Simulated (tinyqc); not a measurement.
UHF in the 3-21g basis, for H2-, spin multiplicity 2, step by step. The basis has no diffuse functions, so it cannot describe the extra electron: this is an exercise in the method, not the real anion. One step of it, computed by the program tinyqc.

Problem. Iteration 2: diagonalisation and new density. Diagonalise F' = X^T F X, C = X C', fill 2 alpha and 1 beta electrons from the bottom; D(s) = C_occ C_occ^T. Each column has its largest component positive (the first on a tie).

F(alpha) (hartree), order 1H 1s, 1H 2s, 2H 1s, 2H 2s:
```
[[0.429590, -0.257724, -0.135717, -0.154853],
 [-0.257724, 0.026257, -0.175035, -0.081902],
 [-0.135717, -0.175035, 0.561421, -0.229493],
 [-0.154853, -0.081902, -0.229493, -0.022255]]
```

F(beta) (hartree), order 1H 1s, 1H 2s, 2H 1s, 2H 2s:
```
[[0.980472, 0.032473, -0.206407, -0.147789],
 [0.032473, 0.162856, -0.193181, -0.069264],
 [-0.206407, -0.193181, 0.797599, -0.035324],
 [-0.147789, -0.069264, -0.035324, 0.170403]]
```

X, order 1H 1s, 1H 2s, 2H 1s, 2H 2s:
```
[[1.240412, -0.483900, 0.027288, 0.025054],
 [-0.483900, 1.451404, 0.025054, -0.439845],
 [0.027288, 0.025054, 1.240412, -0.483900],
 [0.025054, -0.439845, -0.483900, 1.451404]]
```

Give: F' = X^T F X; orbital energies; coefficients C; F' = X^T F X; orbital energies; coefficients C; D(alpha) after iteration 2; D(beta) after iteration 2.

Solution.

F' = X^T F X (alpha) (hartree):
```
[[0.9644, -0.7387, -0.0056, -0.0298],
 [-0.7387, 0.5482, -0.0809, -0.1209],
 [-0.0056, -0.0809, 1.1201, -0.7148],
 [-0.0298, -0.1209, -0.7148, 0.4401]]
```

orbital energies (alpha) (hartree): [-0.1455, 0.1202, 1.5239, 1.5743]

coefficients C (alpha), order 1H 1s, 1H 2s, 2H 1s, 2H 2s:
```
[[0.2450, -0.2750, -1.2435, 0.3039],
 [0.3880, -0.8251, 1.3045, -0.0420],
 [0.2037, 0.1545, 0.2829, 1.2762],
 [0.4462, 0.9071, -0.5911, -1.0787]]
```

F' = X^T F X (beta) (hartree):
```
[[1.4920, -0.5816, -0.0735, -0.0942],
 [-0.5816, 0.5778, -0.1330, -0.1996],
 [-0.0735, -0.1330, 1.2900, -0.5891],
 [-0.0942, -0.1996, -0.5891, 0.6272]]
```

orbital energies (beta) (hartree): [0.0217, 0.5559, 1.6343, 1.7751]

coefficients C (beta), order 1H 1s, 1H 2s, 2H 1s, 2H 2s:
```
[[0.1012, 0.0505, 0.0863, 1.3244],
 [0.5034, 1.0429, 0.1636, -1.0803],
 [0.1843, -0.1041, 1.3135, -0.0629],
 [0.4428, -0.9952, -1.1271, 0.2792]]
```

D(alpha) after iteration 2, order 1H 1s, 1H 2s, 2H 1s, 2H 2s:
```
[[0.1356, 0.3219, 0.0074, -0.1401],
 [0.3219, 0.8314, -0.0484, -0.5753],
 [0.0074, -0.0484, 0.0654, 0.2310],
 [-0.1401, -0.5753, 0.2310, 1.0218]]
```

D(beta) after iteration 2, order 1H 1s, 1H 2s, 2H 1s, 2H 2s:
```
[[0.0102, 0.0509, 0.0187, 0.0448],
 [0.0509, 0.2534, 0.0928, 0.2229],
 [0.0187, 0.0928, 0.0340, 0.0816],
 [0.0448, 0.2229, 0.0816, 0.1961]]
```
